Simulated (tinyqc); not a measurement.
Donor binding, ionisation and the Mott limit: two steps of the calculation.

Hydrogenic donor: Ry = (m0 q^3/(8 eps0^2 h^2)) me/eps_r^2 in eV, E0 = cc Ry, radius a = q/(8 pi eps0 eps_r E0), Mott density Nm = (0.26/a)^3. Below Nm the level sinks as Ed = E0 [1 - (N/Nm)^(1/3)]. Neutrality: Nc F12(eta) = N/(1 + 2 exp(eta + Ed/kB T)), F12(x) = (2/sqrt(pi)) int_0^infinity sqrt(u)/(1 + exp(u - x)) du.

Parameters, values chosen for the exercise; band and dielectric values close to those of silicon: temperature T = 200 K; relative permittivity eps_r = 11.6; mass in the hydrogenic formula, set independently of Nc me = 0.262 m0; conduction-band density of states at 200 K Nc = 1.54e19 cm^-3; ratio of the true binding energy to the hydrogenic one cc = 1.1; donor density N = 3.5e16 cm^-3.

Constants: q = 1.602176634e-19 C, kB = 1.380649e-23 J/K, eps0 = 8.8541878128e-12 F/m, h = 6.62607015e-34 J s, m0 = 9.1093837015e-31 kg, Vt = kB T/q. Results are converted to the units shown.

Question 1. Binding energy, radius and Mott density. The mean spacing of the donors is N^(-1/3).

Find: Ry; E0; a; Nm; spacing over a; Ed.

Answer 1.

Ry = 26.491 meV
E0 = 29.141 meV
a = 2.1299 nm
Nm = 1.8190e18 cm^-3
spacing over a = 14.353
Ed = 21.332 meV

Question 2. Ionisation. Solve the neutrality equation for eta. Boltzmann form: with k = (Nc/2) exp(-Ed/kB T) the ionised share is [-k + sqrt(k^2 + 4 k N)]/(2 N).

Ed = 21.331893 meV

Find: eta; ionised share; n; ionised share, Boltzmann form.

Answer 2.

eta = -6.1013
ionised share = 98.479 %
n = 3.4468e16 cm^-3
ionised share, Boltzmann form = 98.480 %

With the level held at E0 the share would be 97.6 %.

Range of the model: A sharp level with degeneracy 2 overstates freeze-out near Nm, where the impurity band broadens and merges with the conduction band.

Program tinyqc, `OMP_NUM_THREADS=1 python tinyqc.py 2330133 2330134 out.jsonl`; Intel Xeon 2.30GHz, shared host, one thread, about 0.02 s.
